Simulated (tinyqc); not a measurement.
Zener tunnelling in a reverse-biased junction, two-band WKB: two steps of the calculation.

Abrupt p-n junction, depletion approximation. Energies E are counted from the conduction-band edge of the neutral n side; its Fermi level lies at dn, that of the p side at dn - V, and the valence-band edge of the neutral p side at Em = dn + dp - V. Tunnelling needs 0 < E < Em. Two-band dispersion with equal masses m: inside the gap kappa = sqrt(m u (1 - u/Eg)/C), u the distance from a band edge, C = hbar^2/(2 m0).

Values chosen for this exercise; band and dielectric values close to those of In0.53Ga0.47As: temperature T = 77 K; band gap Eg = 0.75 eV; conduction-band density of states at 77 K Nc = 2.73e16 cm^-3; valence-band density of states at 77 K Nv = 1.02e18 cm^-3; band-edge mass of the two-band model m = 0.052 m0; acceptor density Na = 4e18 cm^-3; donor density Nd = 2.9e18 cm^-3; bias of the p side V = -1.4 V; points of the energy grid nE = 13.

Constants: q = 1.602176634e-19 C, kB = 1.380649e-23 J/K, hbar = 1.054571817e-34 J s, h = 6.62607015e-34 J s, m0 = 9.1093837015e-31 kg, Vt = kB T/q, hbar^2/(2 m0) = 0.0380998212 eV nm^2. Results are converted to the units shown.

Problem 1. Fermi levels and built-in voltage. Nd = Nc F12(dn/Vt), Na = Nv F12(dp/Vt), F12(x) = (2/sqrt(pi)) int_0^infinity sqrt(u)/(1 + exp(u - x)) du; dn = EF - Ec on the n side, dp = Ev - EF on the p side (negative outside the bands); Vbi = Eg + dn + dp.

Find: dn; dp; Vbi.

Solution 1.

dn = 0.17973 eV
dp = 0.017815 eV
Vbi = 0.94755 V

Boltzmann statistics would give dn = 0.0310 eV and dp = 0.00907 eV. At zero bias the bands of the two sides overlap by dn + dp.

Problem 2. Current density on a coarse grid. J = KJ exp(-S) Eb times the integral from 0 to Em of [f(E - dn) - f(E - dn + V)] [1 - exp(-min(E, Em - E)/Eb)] dE, f(x) = 1/(1 + exp(x/Vt)), with S and Eb from the mean field; J > 0 flows from p to n. KJ = (2 q^2/h) m/(4 pi C) (times 1e14 for A/cm^2 per eV^2). Simpson's rule on nE equally spaced points from 0 to Em.

dn = 0.17973155 eV
dp = 0.017814860 eV
S = 11.716129
Eb = 16.003579 meV

Give: E; difference of the f; transverse factor; integral; KJ; J.

Solution 2.

```
point,E (eV),difference of the f,transverse factor
0,0.000,0.000,0.000
1,0.133,-0.001,1.000
2,0.266,-1.000,1.000
3,0.399,-1.000,1.000
4,0.533,-1.000,1.000
5,0.666,-1.000,1.000
6,0.799,-1.000,1.000
7,0.932,-1.000,1.000
8,1.065,-1.000,1.000
9,1.198,-1.000,1.000
10,1.331,-1.000,1.000
11,1.464,-1.000,1.000
12,1.598,-0.064,0.000
```

integral = -1.331 eV
KJ = 8.415e8 A/(cm^2 eV^2)
J = -146.3 A/cm^2

Range of the model: Parabolic densities of states, no band tails and no gap narrowing, all of which matter at such doping.

Program tinyqc, `OMP_NUM_THREADS=1 python tinyqc.py 2620088 2620089 out.jsonl`; Intel Xeon 2.30GHz, shared host, one thread, about 0.01 s.
